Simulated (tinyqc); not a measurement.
Inside a calculation. Method: sp3 tight binding, zinc-blende lattice. One step of it, computed by the program tinyqc.

Problem. Bloch Hamiltonian at k. Slater-Koster rules over the four bonds with direction cosines (l, m, n): ss V_ss; s-px l V_sp; px-s -l V_sp; px-px l^2 V_pps + (1 - l^2) V_ppp; px-py l m (V_pps - V_ppp); each times exp(i k.d).

Parameters chosen for this model: zinc-blende lattice, anion at 0, cation at a/4 (1,1,1); V = eta hbar^2 / (m d^2), hbar^2/m = 7.619964 eV angstrom^2:
```
parameter,value,unit
a,5.260000,angstrom
d,2.277647,angstrom
Es anion,-15.070000,eV
Ep anion,-7.880000,eV
Es cation,-15.070000,eV
Ep cation,-7.880000,eV
eta ss,-1.400000,
eta sp,1.840000,
eta pp sigma,3.240000,
eta pp pi,-0.810000,
V ss,-2.056403,eV
V sp,2.702701,eV
V pp sigma,4.759104,eV
V pp pi,-1.189776,eV
```

k point k (2 pi / a): 0.260000  -0.260000  0.500000

Give: H(k) at k.

Solution.

H(k) at k (eV), lower triangle (Hermitian):
```
,a s,a px,a py,a pz,c s,c px,c py,c pz
a s,-15.0700
a px,0.0000,-7.8800
a py,0.0000,0.0000,-7.8800
a pz,0.0000,0.0000,0.0000,-7.8800
c s,-4.8990+0.9174i,-1.6086+1.6086i,1.6086-1.6086i,-0.6961+3.7174i,-15.0700
c px,1.6086-1.6086i,1.8896-0.3539i,0.8846-4.7240i,-2.0443+2.0443i,0.0000,-7.8800
c py,-1.6086+1.6086i,0.8846-4.7240i,1.8896-0.3539i,2.0443-2.0443i,0.0000,0.0000,-7.8800
c pz,0.6961-3.7174i,-2.0443+2.0443i,2.0443-2.0443i,1.8896-0.3539i,0.0000,0.0000,0.0000,-7.8800
```
